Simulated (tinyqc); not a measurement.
Vacuum evaporation: vapour pressure, source flux, thickness distribution, purity and step coverage: one step, computed by the program tinyqc. Command: `OMP_NUM_THREADS=1 python tinyqc.py 3112780 3112781 out.jsonl evap walk`. One thread of a shared host (Intel(R) Xeon(R) Processor @ 2.30GHz), about 0.01 s of CPU time with the checks.

Molecular flow, unit sticking of the metal, no re-evaporation. The background gas is taken as water vapour (18.015 g/mol, collision diameter 0.37 nm) at 300 K.

Problem. A trench at the wafer edge. Fixed wafer, axial point source, trench running tangentially at r = R: the beam arrives at tan(a) = R/h. Shadowed share of the floor = aspect ratio x tan(a) (at most 1); the wall facing the source grows at tan(a) times the field rate, the other wall not at all.

Inputs (values chosen for the exercise, modelled on silver, with constants for the liquid): source-to-wafer distance h = 42 cm; wafer radius R = 2.5 cm; aspect ratio of a trench = 0.86.

Give: angle a; shadowed share of the floor; wall over field thickness.

Solution.

angle a = 3.406 degrees

shadowed share of the floor = 0.05119

wall over field thickness = 0.05952
